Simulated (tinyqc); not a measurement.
Time-dependent dielectric breakdown: cell percolation, Weibull statistics, area scaling and voltage extrapolation: one step, computed by the program tinyqc. Command: `OMP_NUM_THREADS=1 python tinyqc.py 3017131 3017132 out.jsonl tddb walk`. One thread of a shared host (Intel(R) Xeon(R) Processor @ 2.30GHz), about 0.01 s of CPU time with the checks.

The oxide is divided into columns of area a^2, each holding m = t_ox/a cells (m is taken as continuous). A share lambda(t) = (t/t_1)^alpha of the cells is defective, and a column whose cells are all defective breaks down.

Question. Fitting the sample. W = ln(-ln(1 - F_i)) with the median ranks F_i. Least squares in W: W = beta ln t - beta ln t63. Maximum likelihood: solve sum t^b ln t/sum t^b - 1/b = mean of ln t for b, then t63 = (mean of t^b)^(1/b).

Weibull plot:
```
i,t (s),F_i,ln t,W
1,148.626,0.0564516,5.001434,-2.845458
2,218.871,0.1370968,5.388485,-1.914248
3,407.895,0.2177419,6.011009,-1.404171
4,440.360,0.2983871,6.087592,-1.037404
5,944.144,0.3790323,6.850279,-0.741338
6,1627.323,0.4596774,7.394692,-0.485176
7,1684.197,0.5403226,7.429044,-0.252019
8,2272.757,0.6209677,7.728749,-0.030321
9,2423.841,0.7016129,7.793109,0.190094
10,2696.360,0.7822581,7.899658,0.421630
11,2907.637,0.8629032,7.975096,0.686660
12,3071.930,0.9435484,8.030061,1.055834
```

Give: slope by least squares; t63 by least squares; slope by maximum likelihood; t63 by maximum likelihood.

Answer.

slope by least squares = 1.018

t63 by least squares = 1783 s

slope by maximum likelihood = 1.339

t63 by maximum likelihood = 1700 s

Caution: t_1 is an input here; in a real oxide it changes with thickness at fixed voltage.
